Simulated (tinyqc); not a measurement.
What moves the results: configuration-coordinate model of carrier capture at a defect. A value that a table varies takes the place of the one given here.

Two parabolas of equal curvature k in one coordinate Q: with the carrier free at the band edge, U_f = k Q^2/2; with the carrier trapped, U_t = k (Q - dQ)^2/2 - ET. ER = k dQ^2/2, Huang-Rhys factor S = ER/hw, hw = 0.0646541 sqrt(k/M) eV for k in eV/angstrom^2 and M in u. The curves cross at a height Eb = (ER - ET)^2/(4 ER) above the free minimum.

Multiphonon factor for giving p = ET/hw phonons to the lattice: W = exp(-S (2 nb + 1)) ((nb + 1)/nb)^(p/2) I_p(x), nb = 1/(exp(hw/kT) - 1), x = 2 S sqrt(nb (nb + 1)), I_p the modified Bessel function. Classical limit: W = hw exp(-Eb/kT)/sqrt(4 pi ER kT). At T = 0: exp(-S) S^p/Gamma(p + 1).

Constants: kB = 8.617333262e-05 eV/K.

Parameters, chosen for this exercise (of the size met at a deep level in GaN; the results hold for these values, not for the real material): ET = 0.62 eV (thermal depth of the level below the band edge); ER = 0.69 eV (relaxation energy); hw = 0.046 eV (phonon energy of the mode); T = 77 K (temperature).

## Capture against temperature

The local activation energy is -d ln W/d(1/kT), by central differences with T changed by 1 %.

Against T:
```
T (K)  kT/hw  log10 W  log10 W, classical  activation energy (eV)
40     0.075   -1.001              -0.799                  0.0000
60     0.112   -1.001              -0.812                  0.0000
80     0.150   -1.002              -0.837                 -0.0001
120    0.225   -1.006              -0.888                 -0.0005
160    0.300   -1.016              -0.932                 -0.0016
220    0.412   -1.039              -0.986                 -0.0040
300    0.562   -1.074              -1.042                 -0.0078
400    0.749   -1.116              -1.097                 -0.0126
550    1.030   -1.170              -1.160                 -0.0198
```

log10 W at T = 0 = -1.001
Eb = 0.0018 eV

At 40 K log10 W is -1.00, against -1.00 at T = 0 and -0.8 classically; at 550 K the two forms differ by -0.01. The activation energy read from an Arrhenius plot goes from 0.000 eV at 40 K to -0.020 at 550 K, with its largest value 0.000 at 40 K, against Eb = 0.002 eV; the classical form itself gives Eb - kT/2. With so low a barrier the slope says little about it.

## Capture against depth of the level

ET is varied at fixed ER, hw and T, as by moving the band edge with alloying or pressure.

Against ET:
```
ET/ER  ET (eV)  Eb (eV)  log10 W  log10 W, classical
0.10     0.069   0.1397   -4.848              -9.862
0.25     0.172   0.0970   -3.315              -7.068
0.50     0.345   0.0431   -1.839              -3.540
0.75     0.517   0.0108   -1.151              -1.423
1.00     0.690   0.0000   -0.990              -0.717
1.25     0.863   0.0108   -1.226              -1.423
1.50     1.035   0.0431   -1.781              -3.540
2.00     1.380   0.1725   -3.652             -12.008
3.00     2.070   0.6900   -9.660             -45.879
```

Capture is fastest at ET/ER = 1 among these rows, where the barrier vanishes or nearly so. The classical form is symmetric about ET = ER; the quantum one gives -1.84 at 0.5 and -1.78 at 1.5, against -3.54 for both. At ET = 3 ER it lies 36.2 decades above the classical value: deep levels capture by emitting many phonons, and the rate falls with depth by 8.7 decades per eV between the last two rows. Rows deeper than the gap of the host are formal.

## What each parameter does

Eb, log10 W and the full width 2.35482 sqrt(ER hw coth(hw/2kT)). Each row changes one parameter from the base and keeps the others.

Results:
```
case            Eb (eV)  log10 W  full width (eV)
base             0.0018   -1.002           0.4199
ET = 0.66 eV     0.0003   -0.987           0.4199
ER = 0.74 eV     0.0049   -1.064           0.4349
hw = 0.0552 eV   0.0018   -0.957           0.4597
T = 107 K        0.0018   -1.004           0.4224
```

The largest shifts from the base row, up to three for each result and ties (the steps differ in size, so this ranks the rows, not the parameters). Eb (eV): ER +0.0031, ET -0.0014; unchanged at the printed digits by hw and T. log10 W: ER -0.062, hw +0.045, ET +0.015. full width (eV): hw +0.0397, ER +0.0149, T +0.0025; unchanged at the printed digits by ET.

Run: tinyqc, `OMP_NUM_THREADS=1 python tinyqc.py 1452647 1452648 out.jsonl`; Intel(R) Xeon(R) Processor @ 2.30GHz, one thread, shared host; about 0.01 s of CPU time with all checks.
